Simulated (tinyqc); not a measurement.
# Thermionic-field emission through a Schottky barrier, WKB: effect of temperature

Metal on an n-type semiconductor with one parabolic valley; V > 0 is forward bias (metal positive). Energies E are counted from the conduction edge of the neutral semiconductor, whose Fermi level lies at -xi; that of the metal lies at -xi - V. The barrier is a parabola of height Vd = phi - xi - V (depletion approximation, no image force).

Nc = 2 (2 pi me m0 kB T/h^2)^1.5 (times 1e-6 for cm^-3); Nd = Nc F12(-xi/Vt), F12(x) = (2/sqrt(pi)) int_0^infinity sqrt(u)/(1 + exp(u - x)) du; E00 = (hbar/2) sqrt(Nd/(me m0 eps0 eps_r)) in SI units (volts). For E < Vd, ln T(E) = -(Vd/E00) [sqrt(1 - y) - y ln((1 + sqrt(1 - y))/sqrt(y))], y = E/Vd; T(E) = 1 above. J = A* T (q/kB) int_0^infinity T(E) N(E) dE, N = ln[(1 + exp((-xi - E)/Vt))/(1 + exp((-xi - V - E)/Vt))], A* = 4 pi q me m0 kB^2/h^3 (times 1e-4 for A/(cm^2 K^2)). The integral is converged to the digits shown; the share over the barrier is that of E > Vd, and 0 means below 1e-6 %. phi is held fixed. By a common rule of thumb, E00/Vt below 0.5 marks thermionic emission, 0.5 to 5 thermionic-field emission and above 5 field emission.

Values chosen for this exercise; band and dielectric values those of a made-up semiconductor: electron mass me = 0.0533 m0; relative permittivity eps_r = 15; barrier height seen from the metal phi = 0.76 eV; donor density Nd = 1.8e19 cm^-3; bias V = 0.33 V.

Constants: q = 1.602176634e-19 C, kB = 1.380649e-23 J/K, eps0 = 8.8541878128e-12 F/m, hbar = 1.054571817e-34 J s, h = 6.62607015e-34 J s, m0 = 9.1093837015e-31 kg, Vt = kB T/q. Results are converted to the units shown.

Result of one run:
```
T (K)  E00/Vt  J (A/cm^2)  share over the barrier (%)  mean E/Vd
500     2.045     7.173e5                      0.0103     0.4329
```

What becomes of these results when the temperature T is changed from 500 to 250 K, all else the same?

Result of the changed run:
```
T (K)  E00/Vt  J (A/cm^2)  share over the barrier (%)  mean E/Vd
250     4.089     5.368e5                           0     0.3824
```

The whole series:
```
T (K)  E00/Vt  J (A/cm^2)  share over the barrier (%)  mean E/Vd
150     6.815     5.027e5                           0     0.3715
200     5.112     5.174e5                           0     0.3763
250     4.089     5.368e5                           0     0.3824
300     3.408     5.612e5                     6.14e-6     0.3899
400     2.556     6.265e5                     6.25e-4     0.4089
500     2.045     7.173e5                      0.0103     0.4329
```

J rises from 5.03e5 to 7.17e5 A/cm^2, and the mean E/Vd rises from 0.371 to 0.433, as E00/Vt falls from 6.82 (field emission) to 2.04 (thermionic-field emission). Between the first two rows J changes by a factor of 1.03, between the last two by 1.14.

Range of the model: The depletion approximation, a parabolic band and the neglect of image-force lowering make these currents estimates at high doping.

Numbers from tinyqc (`OMP_NUM_THREADS=1 python tinyqc.py 2640079 2640080 out.jsonl`; about 0.04 s on one thread of a shared Intel Xeon 2.30GHz).
